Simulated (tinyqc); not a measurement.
Hubbard ring of 3 sites, step by step. Computed by tinyqc, a small Python program that keeps every step. Settings: hopping = 1.53, U = 4.8, mixing = 1, iteration cap = 68. Command: `OMP_NUM_THREADS=1 python tinyqc.py 28137 28138 out.jsonl` (the two numbers bound the seeds that draw the settings). One thread of a shared host (Intel(R) Xeon(R) Processor @ 2.60GHz), about 0.2 s of CPU time with the checks. Later iterations appear only in the table of the cycle.

## Mean-field iteration 1

one-body matrix (hopping and site energies) (eV), lower triangle:
```
          1         2         3
1  -0.60000
2  -1.53000  -0.39000
3  -1.53000  -1.53000  -0.30000
```

U = 4.80000 eV

electrons, up and down: 2  1

mixing = 1

n(up) at the start (a guess, not normalised): 1 0.96700, 2 0.36700, 3 0.96700

n(down) at the start (a guess): 1 0.03300, 2 0.63300, 3 0.03300

H(up) = T + U n(down), H(down) = T + U n(up); fill the lowest levels; n(new) = n + mixing (n(out) - n); E = tr T (rho up + rho down) + U sum n_up n_down of the output.

levels, up (eV): -2.70230  1.24192  3.52558

levels, down (eV): -0.24258  4.26452  5.73286

energy = -3.18664 eV

n(up) after iteration 1: 1 0.93842, 2 0.14167, 3 0.91991

n(down) after iteration 1: 1 0.18784, 2 0.64231, 3 0.16986

## Mean-field iteration 2

As before.

levels, up (eV): -2.10095  1.93969  3.67126

levels, down (eV): -1.04049  3.80538  5.54512

energy = -3.21757 eV

n(up) after iteration 2: 1 0.92534, 2 0.17023, 3 0.90443

n(down) after iteration 2: 1 0.14161, 2 0.72558, 3 0.13281

## Mean-field iteration 3

As before.

levels, up (eV): -2.20870  1.74116  3.97754

levels, down (eV): -0.96156  3.79545  5.47611

energy = -3.22421 eV

n(up) after iteration 3: 1 0.93641, 2 0.14366, 3 0.91993

n(down) after iteration 3: 1 0.15041, 2 0.70822, 3 0.14136

## Convergence

Each step fills the lowest levels of T + U n(other spin) and sets n(new) = n + mixing (n(out) - n); stop when output and input agree to 1e-8.

Course of the cycle:
```
iteration      E (eV)  largest |n(out) - n(in)|  mean |n_up - n_down|
1          -3.1866433                  2.25e-01               0.66709
2          -3.2175716                  8.33e-02               0.70356
3          -3.2242106                  2.66e-02               0.70971
4          -3.2254904                  1.62e-02               0.71705
5          -3.2257226                  4.80e-03               0.71822
6          -3.2257637                  2.86e-03               0.71953
7          -3.2257709                  8.38e-04               0.71973
8          -3.2257721                  4.96e-04               0.71996
9          -3.2257723                  1.45e-04               0.71999
10         -3.2257724                  8.58e-05               0.72003
11         -3.2257724                  2.51e-05               0.72004
12         -3.2257724                  1.49e-05               0.72005
13         -3.2257724                  4.35e-06               0.72005
14         -3.2257724                  2.57e-06               0.72005
15         -3.2257724                  7.52e-07               0.72005
16         -3.2257724                  4.45e-07               0.72005
17         -3.2257724                  1.30e-07               0.72005
18         -3.2257724                  7.70e-08               0.72005
19         -3.2257724                  2.25e-08               0.72005
20         -3.2257724                  1.33e-08               0.72005
21         -3.2257724                  3.90e-09               0.72005
```

local moments n_up - n_down: 1 0.79362, 2 -0.58007, 3 0.78645

Converged in 21 iterations. But random starts reach -3.24342 eV, so this is another stationary point, not the lowest one. Reruns (cap 100 unless said): mixing 0.2: not converged; mixing 0.5: converged in 46 to a higher stationary point (E = -3.22577); mixing 0.9: converged in 22 to a higher stationary point (E = -3.22577). Before convergence this energy mixes input and output and is not variational, so it may rise towards its limit.

## The many-body Hamiltonian

Basis: all placements (u, d, 2, 0 on each site), up operators ordered before down ones; hops carry the sign of the same-spin electrons passed.

H (eV), lower triangle:
```
          2u0       u20       uud       20u       udu       u02       duu       02u
2u0   3.21000
u20  -1.53000   3.42000
uud  -1.53000  -1.53000  -1.29000
20u  -1.53000   0.00000   0.00000   3.30000
udu   0.00000  -1.53000   0.00000  -1.53000  -1.29000
u02   0.00000   0.00000  -1.53000  -1.53000  -1.53000   3.60000
duu   1.53000   0.00000   0.00000  -1.53000   0.00000   0.00000  -1.29000
02u   0.00000   1.53000   0.00000   0.00000  -1.53000   0.00000  -1.53000   3.72000
0u2   0.00000   0.00000   1.53000   0.00000   0.00000  -1.53000  -1.53000  -1.53000

         0u2
0u2  3.81000
```

## Exact diagonalisation (9 states)

Lowest levels of the sector, and the double occupancy of the lowest state.

lowest levels (eV): -3.62077  -3.56110  -1.29000  2.07784  2.28621  3.50996

double occupancy per site = 0.10294

The mean-field solution above lies 0.3950 eV above the exact energy.

## The lowest level by Lanczos steps

From a random start vector (not printed): a_j = <q_j|H|q_j>, b_j = norm of the remainder after orthogonalising; the Ritz value is the lowest eigenvalue of the tridiagonal matrix of a and b so far.

Lanczos:
```
j  a_j (eV)  b_j (eV)  lowest Ritz value (eV)
1   4.05656   4.26339               4.0565605
2   0.05280   2.55628              -2.6553104
3   2.10551   1.48708              -3.5120192
4   0.46174   2.36910              -3.5920119
5   3.60839   2.42640              -3.6121808
6   4.65651   0.93166              -3.6149855
7  -3.14824   1.27514              -3.6159467
8   1.88602   0.13192              -3.6207560
9   3.51069         0              -3.6207678
```
